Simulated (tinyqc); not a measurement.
Floating body of a partially depleted SOI transistor: body voltage and kink: one step of the calculation.

Source at 0 V. Channel current Ic = 2 nf K Vt^2 [F(0) - F(Vd)](1 + la Vd), F(V) = ln^2(1 + exp((Vg - VT - nf V)/(2 nf Vt))), VT = VT0 - gb Vb. Saturation voltage Vs = 2 Vt sqrt(F(0)) + 3 Vt, excess Ve = (Vd - Vs + sqrt((Vd - Vs)^2 + 0.0004 V^2))/2, multiplication M1 = Ai Ve exp(-Bl/Ve). Each junction passes D(v) = J1 (exp(v/Vt) - 1) + J2 (exp(v/(2 Vt)) - 1). Bipolar current Ib = bb J1 (exp(Vb/Vt) - 1). The body settles where M1 (Ic + Ib) = D(Vb) + D(Vb - Vd) + Vb/Rb; drain current Id = (1 + M1)(Ic + Ib) - D(Vb - Vd).

Task. Drain current with floating and with grounded body. Id and VT at the converged Vb, Id at Vb = 0, their ratio, and the bipolar share Ib/(Ic + Ib).

Values chosen for this exercise; values of the order met in partially depleted silicon-on-insulator transistors: temperature T = 300 K; threshold at zero body voltage VT0 = 0.36 V; fall of the threshold per volt of body voltage gb = 0.23; slope factor nf = 1.43; gain factor per width K = 160 uA/(V^2 um); channel-length modulation factor la = 0.02 1/V; impact-ionisation prefactor Ai = 3.75 1/V; impact-ionisation voltage Bl = 4.4 V; diffusion saturation current of each junction J1 = 4.3e-13 uA/um; recombination saturation current of each junction J2 = 2.6e-9 uA/um; gain of the lateral bipolar transistor on the diffusion current bb = 1; resistance of a weak body tie to the source (1e9 stands for no tie, and the term is then dropped) Rb = 1e9 kohm um; gate voltage Vg = 0.33 V; drain voltage Vd = 1.2 V.

Constants: q = 1.602176634e-19 C, kB = 1.380649e-23 J/K, Vt = kB T/q. Results are converted to the units shown.

converged Vb = 0.66256401 V

Wanted: VT; Id, floating; Id, grounded; ratio; bipolar share.

Result.

VT = 0.2076 V
Id, floating = 1.166 uA/um
Id, grounded = 0.08774 uA/um
ratio = 13.29
bipolar share = 5.247 %

The body rises to 0.663 V and lowers the threshold by 152 mV.

Range of the model: The multiplication law is an empirical form chosen for the exercise; self-heating and capacitive coupling to the body are left out, and the linear laws are rough once Vb passes about 0.7 V or M1 about 0.1.

Program tinyqc, `OMP_NUM_THREADS=1 python tinyqc.py 2182225 2182226 out.jsonl`; Intel Xeon 2.30GHz, shared host, one thread, about 0.2 s.
